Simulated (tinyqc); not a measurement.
Thermal stress, cracking, delamination and buckling of a thin film; Griffith cracks and misfitting inclusions: one step, computed by the program tinyqc.

Isotropic linear elasticity; the substrate is much thicker than the film; stress is positive in tension.

Task: Stress in the film. Thermal strain = (alpha_f - alpha_s)(T_d - T); stress = E/(1 - nu) x strain + intrinsic stress; plane-strain modulus Ebar = E/(1 - nu^2); G0 = stress^2 h/(2 Ebar) is the energy freed per area when a long strip loses its stress across its width.

Inputs (values chosen for the exercise, for a model film):
```
quantity                     value        unit
film Young's modulus E         7.8         GPa
film Poisson ratio nu         0.25           -
film expansion alpha_f        8.45      1e-6/K
substrate expansion alpha_s      3      1e-6/K
deposition temperature T_d     650           K
final temperature T            300           K
intrinsic stress               -12         MPa
film thickness h              0.88  micrometre
```

Give: thermal strain; film stress; Ebar; G0.

Result:

thermal strain = 0.001907

film stress = 7.838 MPa

Ebar = 8.32 GPa

G0 = 0.003249 J/m^2

The film ends in tension; the thermal part is 19.8 MPa.
